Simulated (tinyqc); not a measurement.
Tight binding, honeycomb lattice, step by step. Computed by tinyqc, a small Python program that keeps every step. Settings: t1 = 1.17, t2 = 0, phi = 1.57, delta = 0, points = 5. Command: `OMP_NUM_THREADS=1 python tinyqc.py 31333 31334 out.jsonl` (the two numbers bound the seeds that draw the settings). One thread of a shared host (Intel(R) Xeon(R) Processor @ 2.60GHz), about 0.01 s of CPU time with the checks.

## Bloch Hamiltonian at k

Parameters chosen for this model:
```
parameter     value                        unit
t1         1.170000                 eV, nearest
t2                0       eV, second neighbours
phi        1.570000  rad, phase of t2 (Haldane)
delta             0          eV, +/- on A and B
```

k point k (fractions of the reciprocal vectors): -0.340000  -0.090000

H_AB = -t1 (1 + exp(-i k.a1) + exp(-i k.a2)); H_AA = delta - 2 t2 sum cos(k.b + phi), H_BB = -delta - 2 t2 sum cos(k.b - phi), b = a1, a2 - a1, -a2.

H(k) at k (eV):
```
                     A                    B
A             0.000000  -1.530946-1.614781i
B  -1.530946+1.614781i             0.000000
```

## Levels at k

Diagonalise the Hermitian matrix.

eigenvalues (eV): -2.225155  2.225155

weights |c|^2 of the basis functions:
```
     band 1    band 2
A  0.500000  0.500000
B  0.500000  0.500000
```

## Bloch Hamiltonian at K

k point K (fractions of the reciprocal vectors): 0.333333  0.666667

As before.

H(k) at K (eV):
```
          A         B
A  0.000000  0.000000
B  0.000000  0.000000
```

## Levels at K

As before.

eigenvalues (eV): 0.000000  0.000000

## Bands along a path

The same steps at evenly spaced points between the labelled ones.

Bands along the path (eV):
```
k             band 1    band 2
G          -3.510000  3.510000
G-K 0.25   -3.196499  3.196499
G-K 0.50   -2.340000  2.340000
G-K 0.75   -1.170000  1.170000
K                  0         0
K-M 0.25   -0.484630  0.484630
K-M 0.50   -0.856499  0.856499
K-M 0.75   -1.090266  1.090266
M          -1.170000  1.170000
M-K' 0.25  -1.090266  1.090266
M-K' 0.50  -0.856499  0.856499
M-K' 0.75  -0.484630  0.484630
K'                 0         0
```

With 1 band(s) filled, the highest filled level on these points lies at K and the lowest empty one at K: the bands touch or overlap, so there is no gap.
